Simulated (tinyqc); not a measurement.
From results back to parameters: conductance of a narrow metal strip with scatterers (square lattice, Green functions). Three cases, with inputs chosen for the exercise.

Problem. Boundaries with reflection R, a distance dg apart, add incoherently to the scattering in a one-dimensional channel: rho/rho0 = 1 + (lam/dg) R/(1 - R). The ratio comes from a hidden R.

Find: R; effective mean free path lam rho0/rho.

Method. y = (rho/rho0 - 1) dg/lam = R/(1 - R), so R = y/(1 + y).

Case 1.

Values chosen (out of a larger set: hopping and spacing of the size met in Cu or Al; the lattice is a model; not measured data): lam = 17 nm (bulk mean free path); dg = 31 nm (distance between boundaries).

rho/rho0 = 1.54839

Solution.

R = 0.500
effective mean free path lam rho0/rho = 10.98 nm

Case 2.

Values chosen (out of a larger set: hopping and spacing of the size met in Cu or Al; the lattice is a model; not measured data): lam = 42 nm (bulk mean free path); dg = 41 nm (distance between boundaries).

rho/rho0 = 2.02439

Solution.

R = 0.500
effective mean free path lam rho0/rho = 20.75 nm

Case 3.

Values chosen (out of a larger set: hopping and spacing of the size met in Cu or Al; the lattice is a model; not measured data): lam = 20 nm (bulk mean free path); dg = 46 nm (distance between boundaries).

rho/rho0 = 1.55336

Solution.

R = 0.560
effective mean free path lam rho0/rho = 12.88 nm

Computed by tinyqc, one run a case: `OMP_NUM_THREADS=1 python tinyqc.py N N+1 out.jsonl` with N = 1450922, 1450936, 1450943; one thread of a shared Intel(R) Xeon(R) Processor @ 2.30GHz, about 0.01 s a run at most.
